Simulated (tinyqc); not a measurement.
Pi bands of a honeycomb layer in tight binding: one step. The secular equation. Three cases, with inputs chosen for the exercise.

Question. det(H - E S) = 0 reads (e - E)^2 - D^2 - (t + s0 E)^2 w^2 = 0 with e = -t2 (w^2 - 3), that is c2 E^2 + 2 c1 E + c0 = 0 with c2 = 1 - s0^2 w^2, c1 = -(e + t s0 w^2), c0 = e^2 - D^2 - t^2 w^2.

Lattice vectors a (1,0) and a (1/2, sqrt3/2); f = exp(i ky a/sqrt3) + 2 cos(kx a/2) exp(-i ky a/(2 sqrt3)), w = |f|. H = [[D - t2 F, -t f], [., -D - t2 F]] with F = w^2 - 3, S = [[1, s0 f], [., 1]]; the levels solve det(H - E S) = 0. K = (4 pi/3a, 0), M = (pi/a, pi/(sqrt3 a)); w = 3, 1, 0 at Gamma, M, K.

Give: c2, c1, c0; levels.

Case 1.

Values chosen (of the size used for graphene; shifted at random, so the results belong to these values and not to a real crystal): t = 2.91 eV (nearest hopping); t2 = 0 eV (second-neighbour hopping); s0 = 0 (overlap of neighbours); D = 0 eV (+D on A, -D on B).

w = 1.0125226

Answer.

c2, c1, c0: 1.0000  0.0000  -8.6815

levels (eV): -2.9464  2.9464

Case 2.

Values chosen (of the size used for graphene; shifted at random, so the results belong to these values and not to a real crystal): t = 2.85 eV (nearest hopping); t2 = 0 eV (second-neighbour hopping); s0 = 0.104 (overlap of neighbours); D = 0 eV (+D on A, -D on B).

w = 0.8628419

Answer.

c2, c1, c0: 0.9919  -0.2207  -6.0472

levels (eV): -2.2566  2.7015

Case 3.

Values chosen (of the size used for graphene; shifted at random, so the results belong to these values and not to a real crystal): t = 2.77 eV (nearest hopping); t2 = 0.05 eV (second-neighbour hopping); s0 = 0.049 (overlap of neighbours); D = 0 eV (+D on A, -D on B).

w = 2.1001151

Answer.

c2, c1, c0: 0.9894  -0.5281  -33.8362

levels (eV): -5.3385  6.4060

Computed by tinyqc, one run a case: `OMP_NUM_THREADS=1 python tinyqc.py N N+1 out.jsonl` with N = 1451138, 1451735, 1452542; one thread of a shared Intel(R) Xeon(R) Processor @ 2.30GHz, about 0.01 s a run at most.
